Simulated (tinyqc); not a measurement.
Worked calculation: bound state in one dimension: Numerov shooting, finite differences, DVR. Computed by tinyqc, a small Python program that keeps every step. Settings: points = 48. Command: `OMP_NUM_THREADS=1 python tinyqc.py 21342 21343 out.jsonl` (the two numbers bound the seeds that draw the settings). One thread of a shared host (Intel(R) Xeon(R) Processor @ 2.60GHz), about 0.01 s of CPU time with the checks.

## Numerov steps at E = -10.21

One particle of mass 1 in V = -10.42 exp(-x^2/1.92^2) (atomic units), psi = 0 at both ends:
```
parameter                value
left end                    -7
right end                    7
intervals                   48
h                     0.291667
state sought (nodes)         1
```

k_i = 2 m (E - V_i); (1 + h^2 k_(i+1)/12) y_(i+1) = 2 (1 - 5 h^2 k_i/12) y_i - (1 + h^2 k_(i-1)/12) y_(i-1), from y_0 = 0, y_1 = 0.001.

Points along the way:
```
i           x          V           k               y
0   -7.000000  -0.000018  -20.419965        0.000000
1   -6.708333  -0.000052  -20.419896        0.001000
2   -6.416667  -0.000147  -20.419706        0.004031
3   -6.125000  -0.000396  -20.419207        0.015250
4   -5.833333  -0.001021  -20.417958        0.057441
5   -5.541667  -0.002511  -20.414977        0.216286
16  -2.333333  -2.379349  -15.661302   343167.160900
17  -2.041667  -3.363478  -13.693045  1082200.951200
18  -1.750000  -4.540199  -11.339603  3164208.903900
19  -1.458333  -5.852172   -8.715655  8414827.417400
20  -1.166667  -7.203032   -6.013936        2.00e+07
21  -0.875000  -8.465829   -3.488342        4.16e+07
```

## Bisection on the node count

With more sign changes than the state has nodes (the last point included) the energy is too high, else too low; the bracket starts as -10.21 to -0.05.

Trials:
```
trial            E  sign changes  y at the right end   next
1      -5.13000000             3           -2.60e+09  lower
2      -7.67000000             1           -5.56e+14  raise
3      -6.40000000             2            4.80e+12  lower
4      -7.03500000             2            7.93e+12  lower
5      -7.35250000             1           -7.69e+13  raise
6      -7.19375000             1           -1.39e+13  raise
7      -7.11437500             2            2.55e+11  lower
8      -7.15406250             1           -5.84e+12  raise
9      -7.13421875             1           -2.57e+12  raise
10     -7.12429687             1           -1.10e+12  raise
11     -7.11933594             1           -4.12e+11  raise
12     -7.11685547             1           -7.56e+10  raise
13     -7.11561523             2            9.03e+10  lower
14     -7.11623535             2            7.59e+09  lower
...            ...           ...                 ...    ...
28     -7.11629209             1           -4.67e+06  raise
29     -7.11629207             1           -2.14e+06  raise
30     -7.11629206             1           -8.76e+05  raise
```

eigenvalue = -7.11629206 hartree

## The same grid by other methods

Three-point finite differences and the sine-DVR kinetic matrix of Colbert and Miller on the same points.

Lowest levels (hartree):
```
state  finite differences        DVR
0               -9.295418  -9.282251
1               -7.172566  -7.114390
2               -5.298684  -5.169522
3               -3.669216  -3.465880
```
